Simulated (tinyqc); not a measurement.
Three regimes over temperature: precursor delivery and alloy composition in metal-organic vapour-phase epitaxy. Computed by tinyqc, a small Python program. Command: `OMP_NUM_THREADS=1 python tinyqc.py 3022982 3022983 out.jsonl movpe walk`. One thread of a shared host (Intel(R) Xeon(R) Processor @ 2.30GHz), about 0.01 s of CPU time with the checks.

Carrier gas leaves each bubbler saturated. Group-III species cross a boundary layer and react at the surface; element 2 can also desorb. The film is (1)_(1-x) (2)_x V with a zinc-blende cell.

Inputs (values chosen for the exercise, close to those used for InGaAs from TMGa and TMIn):
```
quantity                                   value      unit
source 1: a in log10(p/torr) = a - b/T      8.07         -
source 1: b                                 1703         K
source 1: bath temperature                    -7         C
source 1: carrier flow                        27      sccm
source 2: a                                10.52         -
source 2: b                                 3014         K
source 2: bath temperature                    28         C
source 2: carrier flow                        95      sccm
bubbler pressure p_b                        1000      torr
group-V hydride flow                         160      sccm
total flow                                    18       slm
reactor pressure p                           200      torr
diffusivity D0 at 273.15 K and 760 torr     0.43    cm^2/s
boundary layer delta                         1.4        cm
prefactor of the surface rate k_s        1.9e+13      cm/s
energy of k_s                               1.81        eV
prefactor of the loss of element 2       6.7e+15  layers/s
energy of the loss                          3.21        eV
lattice constant a                          5.75  angstrom
```

Constants: k_B = 1.380649e-23 J/K; k_B = 8.617333262e-05 eV/K.

Method:
- Temperatures in kelvin are T(C) + 273.15.
- Vapour pressure p_v = 10^(a - b/T); precursor flow = carrier flow x p_v/(p_b - p_v); 1 sccm = 44.615 micromol/min; V/III = hydride flow over the sum of both; gas share x_g = F2/(F1 + F2).
- Partial pressure p_i = p F_i/(44615 x total flow in slm); density n_i = p_i/(k_B T), 1 torr = 133.322 Pa; D = D0 (T/273.15)^1.75 (760/p), h = D/delta, the same for both; k_s = prefactor x exp(-energy/(k_B T)); arrival J_i = n_i/(1/h + 1/k_s); in layers per second g_i = J_i a^2/2 (two group-III sites per a^2 on (001)).
- Loss of element 2 is r x with r = prefactor x exp(-energy/(k_B T)). Then x = (g2 - r x)/(g1 + g2 - r x), or r x^2 - (g1 + g2 + r) x + g2 = 0, smaller root; growth rate G = g1/(1 - x) layers/s; one layer is a/2 thick, 1 angstrom/s = 0.36 um/h.

molar flows (micromol/min): F1 59.3018, F2 13.8139

gas share x_g = 0.188932

Growth:
```
T (C)       k_s/h  r (layers/s)        x  G (um/h)
450    7.2016e-01    2.8506e-07  0.18893    1.1170
500    4.1917e+00    7.9743e-06  0.18893    2.2649
550    1.9563e+01    1.4883e-04  0.18892    2.7972
600    7.6067e+01    1.9866e-03  0.18883    3.0329
650    2.5393e+02    2.0028e-02  0.18794    3.1878
700    7.4531e+02    1.5923e-01  0.18158    3.2992
750    1.9604e+03    1.0338e+00  0.14959    3.2994
800    4.6932e+03    5.6379e+00  0.07544    3.1463
850    1.0358e+04    2.6438e+01  0.02303    3.0813
```

What follows from these numbers?

G peaks at 750 C among these rows. Between the first rows the apparent energy is 0.68 eV, against 1.81 eV for k_s, as control is already mixed; k_s passes h between 450 and 500 C, well above which G depends weakly on T until desorption sets in. Among these rows x stays within 2 % of x_g up to 650 C and then falls, to 0.023 in the last row, as element 2 desorbs. Caution: in these rows, too, a is fixed and both precursors share one D and k_s.

Extremes, crossings and ranges named in words are read from the listed rows.
